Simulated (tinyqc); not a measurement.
Surface photovoltage measurement of the minority-carrier diffusion length in a wafer: one step, computed by the program tinyqc. Command: `OMP_NUM_THREADS=1 python tinyqc.py 3130016 3130017 out.jsonl spv walk`. One thread of a shared host (Intel(R) Xeon(R) Processor @ 2.30GHz), about 0.01 s of CPU time with the checks.

Low injection, steady light, a depletion layer much thinner than 1/alpha and L. The excess density dn is taken at the front edge of the neutral region; light that reaches the back is lost.

Question. One wavelength. alpha = (84.732/lambda - 76.417)^2 per cm with lambda in micrometre (an empirical fit for silicon between 0.7 and 1.05 micrometre). Thick wafer: dn = Phi L/((S_f + D/L)(L + 1/alpha)). Finite wafer, with s = S_b L/D, w = W/L, a = alpha L: dn = [Phi a/(a^2 - 1)] [a - B - exp(-alpha W)(a - s)/(cosh w + s sinh w)]/(S_f + B D/L), B = (sinh w + s cosh w)/(cosh w + s sinh w). Photovoltage V = (k_B T/e) ln(1 + dn/n_0). Lifetime = L^2/D.

Inputs (values chosen for the exercise, modelled on p-type silicon at room temperature):
```
quantity                                             value        unit
diffusion length L                                     240  micrometre
wafer thickness W                                      725  micrometre
diffusivity D                                         28.5      cm^2/s
front recombination velocity S_f                      1100        cm/s
back recombination velocity S_b                      11000        cm/s
photon flux entering                               2.4e+13  1/(cm^2 s)
minority density at the surface barrier scale n_0  8.3e+09      1/cm^3
temperature T                                          298           K
wavelength                                             876          nm
```

Constants: k_B = 8.617333262e-05 eV/K.

Give: alpha; penetration depth 1/alpha; dn, thick wafer; B; dn, finite wafer; photovoltage V; lifetime.

Answer.

alpha = 412.5 1/cm

penetration depth 1/alpha = 24.24 micrometre

dn, thick wafer = 9.529e+09 1/cm^3

B = 1.004

dn, finite wafer = 9.506e+09 1/cm^3

photovoltage V = 19.60 mV

lifetime = 20.21 microsecond

Caution: dn is not small against n_0, so V is not linear in the flux; the constant-flux reading then needs dn, not V.
